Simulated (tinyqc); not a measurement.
# Equation-of-state fits to an energy-volume table made by a known binding curve, step by step

A worked calculation. Computed by tinyqc, a small Python program that keeps every step. Command: `OMP_NUM_THREADS=1 python tinyqc.py 3031291 3031292 out.jsonl eosfit walk`. One thread of a shared host (Intel(R) Xeon(R) Processor @ 2.30GHz), about 0.03 s of CPU time with the checks. Intermediate numbers are printed to about 6 digits and carried at full precision; extremes and crossings named in words are read from the listed rows.

With x = (V/V_0)^(1/3), the energy per atom is E = D [exp(-2 eta (x - 1)) - 2 exp(-eta (x - 1))], so that B0 = 2 D eta^2/(9 V_0) and B' = 1 + eta. B' = dB/dP at P = 0.

Inputs (values chosen for the exercise, for a model crystal):

| quantity | value | unit |
|---|---|---|
| cohesive energy D | 2.32 | eV/atom |
| true volume V_0 | 14.9 | angstrom^3/atom |
| stiffness eta | 3.44 | - |
| half-width of the volume window w | 0.02 | - |
| shift of the window centre s | 0.013 | - |
| points N | 9 | - |
| compression V/V_0 for the pressure test | 0.9 | - |

Binding curve: Morse. Noise: none.

Constants: 1 eV/angstrom^3 = 160.2176634 GPa.

## Exact values of the curve

B0 and B' from the formulas above; P = -dE/dV at V = c V_0 (c the compression chosen), from the curve itself.

exact B0 = 65.6019 GPa

exact B' = 4.44

exact pressure at c V_0 = 8.71139 GPa

## Energy-volume table

Table: V_j = V_0 [1 + s + w (2 j/(N - 1) - 1)], j = 0..N-1, rounded to 0.001; E_j from the curve, rounded to 1e-7 eV.

Table:

| V (angstrom^3) | E (eV) |
|---|---|
| 14.796 | -2.3198495 |
| 14.870 | -2.3199876 |
| 14.945 | -2.3199723 |
| 15.019 | -2.3198082 |
| 15.094 | -2.3194949 |
| 15.168 | -2.3190446 |
| 15.243 | -2.3184490 |
| 15.317 | -2.3177277 |
| 15.392 | -2.3168648 |

## Birch-Murnaghan fit

Third-order Birch-Murnaghan is a cubic in u = V^(-2/3): fit it by linear least squares, find the minimum, and take B0 = V E''(V), B' = -1 - V E'''/E'' there.

fitted E0 = -2.32000 eV

fitted V0 = 14.9000 angstrom^3

fitted B0 = 65.5986 GPa

fitted B' = 4.45186

root-mean-square residual = 1.03010e-05 meV

Against the exact curve V0 is off by 0.000 %, B0 by -0.01 % and B' by +0.3 %.

## Errors of the Birch-Murnaghan fit

Errors are fitted minus exact, relative; the pressure at c V_0 uses P = (3 B0/2) (x^7 - x^5) [1 + (3/4)(B' - 4)(x^2 - 1)], x = (V0/V)^(1/3) with the fitted values.

error of B0 = -0.00507042 %

error of B' = 0.267100 %

fitted pressure at c V_0 = 8.74489 GPa

error of that pressure = 0.384600 %

## Vinet fit by Gauss-Newton steps

Vinet: E = E0 + (9 B0 V0/h^2) {1 + [h (1 - x) - 1] exp(h (1 - x))}, P = 3 B0 (1 - x) x^-2 exp(h (1 - x)), x = (V/V0)^(1/3), h = (3/2)(B' - 1). Gauss-Newton steps on (E0, V0, B0, B'): solve J d = r by least squares, r the residuals and J their derivatives (central differences, relative step 1e-5); start from the parabola fit in V with B' = 4; stop when all relative changes are below 1e-7.

Iterations:

| step | E0 (eV) | V0 (angstrom^3) | B0 (GPa) | B' | rms residual (meV) |
|---|---|---|---|---|---|
| 0 | -2.31999 | 14.8971 | 61.1597 | 4.00000 | 6.84379e-02 |
| 1 | -2.32000 | 14.9002 | 65.5969 | 4.45429 | 1.66982e-03 |
| 2 | -2.32000 | 14.9000 | 65.5921 | 4.42520 | 1.11599e-05 |
| 3 | -2.32000 | 14.9000 | 65.5921 | 4.42520 | 1.11177e-05 |
| 4 | -2.32000 | 14.9000 | 65.5921 | 4.42520 | 1.11177e-05 |

B0, Vinet = 65.5921 GPa

B', Vinet = 4.42520

## Five forms on the same table

Murnaghan: E = E0 + (B0 V/B') [(V0/V)^B'/(B' - 1) + 1] - B0 V0/(B' - 1), P = (B0/B') [(V0/V)^B' - 1]. Birch-Murnaghan: E = E0 + (9 V0 B0/16) [y^3 B' + y^2 (2 - 4 y)], y = (V0/V)^(2/3) - 1; P = (3 B0/2) (x^7 - x^5) [1 + (3/4)(B' - 4)(x^2 - 1)], x = (V0/V)^(1/3). All are least-squares fits to the energies; for polynomials in V, B0 = V E'' and B' = -1 - V E'''/E'' at the minimum.

Fitted values:

| form | V0 (angstrom^3) | B0 (GPa) | B' | P at c V_0 (GPa) |
|---|---|---|---|---|
| exact | 14.9000 | 65.6019 | 4.44000 | 8.71139 |
| parabola in V | 14.8971 | 61.1597 | -1.00000 | - |
| cubic in V | 14.9000 | 65.5039 | 4.08083 | - |
| Murnaghan | 14.9000 | 65.6130 | 4.51114 | 8.85021 |
| Birch-Murnaghan | 14.9000 | 65.5986 | 4.45186 | 8.74489 |
| Vinet | 14.9000 | 65.5921 | 4.42520 | 8.69828 |

In B0 the Birch-Murnaghan form comes closest (-0.01 %) and the parabola in V form misses most (-6.77 %). A parabola in V has no third derivative, so its B' is -1 by construction. At c V_0, beyond the window, the pressure errors are Murnaghan +1.6 %, Birch-Murnaghan +0.4 %, Vinet -0.2 %.

## The width of the window

The table is made anew for each w.

Errors (%):

| w | B0, parabola | B0, cubic | B0, Murnaghan | B0, Birch-Murnaghan | B0, Vinet | B', Birch-Murnaghan |
|---|---|---|---|---|---|---|
| 0.03 | -6.626 | -0.024 | -0.001 | -0.002 | -0.002 | 0.446 |
| 0.05 | -6.156 | 0.346 | -0.091 | -0.025 | 0.004 | 0.453 |
| 0.08 | -4.996 | 1.253 | -0.313 | -0.086 | 0.016 | 0.356 |
| 0.12 | -2.587 | 3.156 | -0.757 | -0.212 | 0.039 | 0.155 |
| 0.16 | 0.869 | 5.922 | -1.352 | -0.385 | 0.072 | -0.131 |
| 0.22 | 8.213 | 11.936 | -2.475 | -0.730 | 0.137 | -0.713 |

The Birch-Murnaghan error of B0 is smallest among these at w = 0.03 (0.002 % in size); it is 0.002 % at the narrowest and 0.730 % at the widest. This error comes from the form and grows with w. At the widest window the errors of B0 are +8.2 % for the parabola and +11.9 % for the cubic in V. The parabola changes sign: it reports the mean curvature of the window, which the shift s biases one way and the width the other.

Checks made by the program: nonlinear Birch-Murnaghan fit against the linear one (relative difference 6e-10).
